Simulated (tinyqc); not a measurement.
Band gaps under pressure and temperature from deformation potentials: sweeps and comparisons. A value that a table varies takes the place of the one given here.

Murnaghan: V/V0 = (1 + Bp P/B0)^(-1/Bp), B0 = (C11 + 2 C12)/3. Each gap moves by a ln(V/V0) with its volume potential a, and falls with temperature by aV T^2/(T + bV) (Varshni); the two effects are added. No change of phase is considered.

Constants: hc = 1239.841984 eV nm.

Inputs chosen for the exercise (near those of GaAs, the X and L potentials typical of such crystals; shifted at random, so the results belong to these values and not to a real crystal): Eg = 1.547 eV (gap at Gamma to the s-like level at 0 K, 0 GPa); EgX = 1.979 eV (gap to X at 0 K, 0 GPa); EgL = 1.815 eV (gap to L at 0 K, 0 GPa); C11 = 122.2 GPa; C12 = 55.8 GPa; Bp = 4.26 (pressure derivative of the bulk modulus); aG = -8.46 eV (volume potential of the Gamma gap); aX = 1.61 eV (volume potential of the X gap); aL = -2.88 eV (volume potential of the L gap); aV = (0.566, 0.454, 0.585) meV/K (Varshni alpha of Gamma, X, L); bV = (209, 202, 200) K (Varshni beta of Gamma, X, L); T = 77 K (temperature); P = 5.3 GPa (pressure).

## Gaps against pressure

The last column is the linear form E0 + c1 P for Gamma, c1 = -aG/B0.

Gaps (eV):

| P (GPa) | ln(V/V0) | Gamma | X | L | lowest | Gamma, linear |
|---|---|---|---|---|---|---|
| 0.00 | 0.0000 | 1.535 | 1.969 | 1.802 | Gamma | 1.535 |
| 0.75 | -0.0094 | 1.615 | 1.954 | 1.830 | Gamma | 1.617 |
| 1.50 | -0.0185 | 1.692 | 1.940 | 1.856 | Gamma | 1.698 |
| 2.25 | -0.0272 | 1.766 | 1.926 | 1.881 | Gamma | 1.780 |
| 3.00 | -0.0356 | 1.837 | 1.912 | 1.905 | Gamma | 1.861 |
| 3.75 | -0.0438 | 1.906 | 1.899 | 1.929 | X | 1.942 |
| 4.50 | -0.0516 | 1.972 | 1.886 | 1.951 | X | 2.024 |
| 5.25 | -0.0592 | 2.036 | 1.874 | 1.973 | X | 2.105 |
| 6.00 | -0.0666 | 2.099 | 1.862 | 1.994 | X | 2.187 |

Over 6 GPa Gamma moves by +0.563, L by +0.192 and X by -0.107 eV. The lowest valley changes: Gamma to X between 3.00 and 3.75 GPa, and the fundamental gap peaks at 1.899 eV on these points. The linear form overshoots by 88 meV at the end, because the crystal stiffens; the gap is linear in ln V, not in P.

## Gaps against temperature

At the pressure P; wavelength hc/E of the lowest gap.

Gaps (eV):

| T (K) | Gamma | X | L | lowest | wavelength (nm) |
|---|---|---|---|---|---|
| 0 | 2.0523 | 1.8828 | 1.9870 | X | 658.5 |
| 50 | 2.0468 | 1.8783 | 1.9812 | X | 660.1 |
| 100 | 2.0339 | 1.8678 | 1.9675 | X | 663.8 |
| 200 | 1.9969 | 1.8377 | 1.9285 | X | 674.7 |
| 300 | 1.9522 | 1.8015 | 1.8817 | X | 688.2 |
| 400 | 1.9035 | 1.7622 | 1.8310 | X | 703.6 |
| 500 | 1.8527 | 1.7212 | 1.7781 | X | 720.3 |
| 600 | 1.8004 | 1.6791 | 1.7238 | X | 738.4 |

From 0 to 100 K the Gamma gap falls by 18.3 meV, from 500 to 600 K by 52.3 meV: quadratic below bV, linear with a slope tending to aV = 0.566 meV/K above. X stays lowest. A pressure of 0.92 GPa, with the slope -aG/B0 at zero pressure, would undo the fall of the Gamma gap from 0 to 300 K.

## What each parameter does

Gaps at P and T. Each row changes one parameter from the base and keeps the others.

Results:

| case | Gamma (eV) | X (eV) | L (eV) |
|---|---|---|---|
| base | 2.0405 | 1.8732 | 1.9745 |
| T = 127 K | 2.0251 | 1.8606 | 1.9581 |
| C11 = 134.42 GPa | 2.0182 | 1.8774 | 1.9669 |
| C12 = 61.38 GPa | 2.0201 | 1.8771 | 1.9675 |
| Bp = 3.834 | 2.0465 | 1.8721 | 1.9765 |
| aG = -7.614 eV | 1.9900 | 1.8732 | 1.9745 |
| aX = 1.771 eV | 2.0405 | 1.8636 | 1.9745 |
| aL = -3.168 eV | 2.0405 | 1.8732 | 1.9917 |
| P = 5.83 GPa | 2.0846 | 1.8648 | 1.9895 |

The largest shifts from the base row, up to three for each result and ties (the steps differ in size, so this ranks the rows, not the parameters). Gamma (eV): aG -0.0505, P +0.0441, C11 -0.0223; unchanged at the printed digits by aX and aL. X (eV): T -0.0126, aX -0.0096, P -0.0084; unchanged at the printed digits by aG and aL. L (eV): aL +0.0172, T -0.0163, P +0.0150; unchanged at the printed digits by aG and aX.

(tinyqc, `OMP_NUM_THREADS=1 python tinyqc.py 1050966 1050967 out.jsonl`, Intel(R) Xeon(R) Processor @ 2.30GHz, 1 thread, shared host, about 0.01 s.)
